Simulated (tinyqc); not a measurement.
Inside a calculation. Method: Hubbard chain of 2 sites. Computed by tinyqc, a small Python program that keeps every step. Settings: hopping = 0.54, U = 4.1, mixing = 0.2, iteration cap = 85. Command: `OMP_NUM_THREADS=1 python tinyqc.py 22042 22043 out.jsonl` (the two numbers bound the seeds that draw the settings). One thread of a shared host (Intel(R) Xeon(R) Processor @ 2.60GHz), about 0.2 s of CPU time with the checks.

one-body matrix (hopping and site energies) (eV):
```
           1          2
1   0.000000  -0.540000
2  -0.540000   0.000000
```

U = 4.100000 eV

electrons, up and down: 1  1

n(up) at the start (a guess, not normalised): 1 0.550000, 2 0.450000

n(down) at the start (a guess): 1 0.450000, 2 0.550000

Each step fills the lowest levels of T + U n(other spin) and sets n(new) = n + mixing (n(out) - n); stop when output and input agree to 1e-8.

Course of the cycle:
```
iteration       E (eV)  largest |n(out) - n(in)|  mean |n_up - n_down|
1           0.78208181                  1.27e-01              0.354915
2           0.60606125                  1.73e-01              0.497282
3           0.37799147                  2.11e-01              0.641439
4           0.17092058                  2.26e-01              0.756266
5           0.03202185                  2.19e-01              0.831867
6          -0.04663502                  1.98e-01              0.877611
7          -0.08883364                  1.72e-01              0.905275
8          -0.11158904                  1.46e-01              0.922624
9          -0.12418137                  1.23e-01              0.933997
10         -0.13135834                  1.02e-01              0.941760
11         -0.13556112                  8.44e-02              0.947245
...                ...                       ...                   ...
75         -0.14224390                  1.68e-07              0.964683
76         -0.14224390                  1.37e-07              0.964683
77         -0.14224390                  1.11e-07              0.964683
78         -0.14224390                  9.07e-08              0.964683
79         -0.14224390                  7.38e-08              0.964683
80         -0.14224390                  6.01e-08              0.964683
81         -0.14224390                  4.89e-08              0.964683
82         -0.14224390                  3.98e-08              0.964683
83         -0.14224390                  3.24e-08              0.964683
84         -0.14224390                  2.64e-08              0.964683
85         -0.14224390                  2.15e-08              0.964683
```

Can the last value be used, and what does the course show?

Not by the stop rule, although the second column moves by less than 1e-07 over the last three steps. Not converged within 85 iterations: the residual falls steadily but slowly, by a factor of about 0.81 a step. The lowest mean-field energy found from random starts is -0.14224 eV. Reruns (cap 100 unless said): mixing 0.5: converged in 31 (E = -0.14224); mixing 0.9: converged in 13 (E = -0.14224); the original settings with a cap of 400: converged in 89 (E = -0.14224).
